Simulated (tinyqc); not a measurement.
Inside a calculation. Model: random telegraph noise from one oxide trap in a small MOSFET.

Computed by the program tinyqc: `OMP_NUM_THREADS=1 python tinyqc.py 2710098 2710099 out.jsonl`, one thread of a shared Intel Xeon 2.30GHz, about 0.01 s for the whole run. Printed values are rounded.

An acceptor-like trap exchanges electrons with the channel. Inversion charge Q = Cox u, u = n Vt W0(exp((Vg - VT)/(n Vt))), W0 the Lambert function, n = nf, Cox = eps0 eox/tox; linear regime Id = (W/L) mu Q Vd. Relative to threshold the surface potential rises by Vt ln(u/u0) and the oxide voltage by the rest of Vg - VT, with u0 = n Vt W0(1).

Inputs (values chosen for the exercise); values of the order met in silicon transistors:

| symbol | value | unit | meaning |
|---|---|---|---|
| T | 300 | K | temperature |
| eox | 3.9 |  | relative permittivity of the gate insulator (close to silicon dioxide) |
| tox | 1.3 | nm | insulator thickness |
| xt | 0.49 | nm | depth of the trap from the channel interface |
| E0 | 0.13 | eV | trap level above the channel Fermi level at threshold |
| s0 | 1e-17 | cm^2 | capture prefactor |
| EB | 0.28 | eV | capture barrier (lattice relaxation) |
| lt | 0.13 | nm | tunnelling decay length |
| vth | 2.1e7 | cm/s | thermal velocity |
| zi | 1.7 | nm | thickness of the inversion layer |
| VT | 0.52 | V | threshold voltage |
| nf | 1.17 |  | body factor |
| W | 240 | nm | gate width |
| L | 77 | nm | gate length |
| mu | 160 | cm^2/(V s) | mobility |
| asc | 4.4e-16 | V s | scattering coefficient of the charged trap |
| Vd | 0.02 | V | drain voltage |
| Vg | 0.76 | V | gate voltage |

Constants: q = 1.602176634e-19 C, kB = 1.380649e-23 J/K, Vt = kB T/q, eps0 = 8.8541878128e-14 F/cm where lengths are in cm. Results are converted to the units shown.

Range of the model: VT is taken as given; short-channel effects and the uneven flow of current among few electrons are left out.

## Trap level, time constants and occupancy

N = Cox u/q; dpsi = Vt ln(u/u0); E = E0 - dpsi - (xt/tox)(Vg - VT - dpsi); capture time tc = 1/[(N/zi) vth s0 exp(-xt/lt - EB/Vt)]; emission time te = tc exp(-E/Vt); occupancy te/(tc + te).

u = 0.185193 V
N = 3.07032e12 cm^-2
dpsi = 0.0615057 V
E = 0.00121566 eV
tc = 5.77824e-4 s
te = 5.51281e-4 s
occupancy = 0.488246

The trap lies 0.047 Vt above the Fermi level, so it is empty most of the time.

## Step height

A = W L; threshold step dV = q (1 - xt/tox)/(Cox A); gm/Id = 1/(u + n Vt); relative step dI/I = (gm/Id) dV + asc mu/A. Id as defined.

electrons in the channel N A = 567.395
dV = 0.203367 mV
gm/Id = 4.64168 1/V
number part of dI/I = 0.0943963 %
dI/I = 0.132492 %
Id = 4.90641 uA
dI = 6.50058 nA

## Lorentzian spectrum

Spectrum S(f) = 4 dI^2/{(tc + te)[(1/tc + 1/te)^2 + (2 pi f)^2]}; corner fc = (1/tc + 1/te)/(2 pi); variance dI^2 tc te/(tc + te)^2. Give S at f = 0, at fc and at 10 fc.

fc = 564.138 Hz
S(0) = 1.19151e-20 A^2/Hz
S(fc) = 5.95756e-21 A^2/Hz
S(10 fc) = 1.17972e-22 A^2/Hz
rms current = 3.24939 nA

The rms value is 0.500 of the step; it reaches its largest share, 1/2, when tc = te.
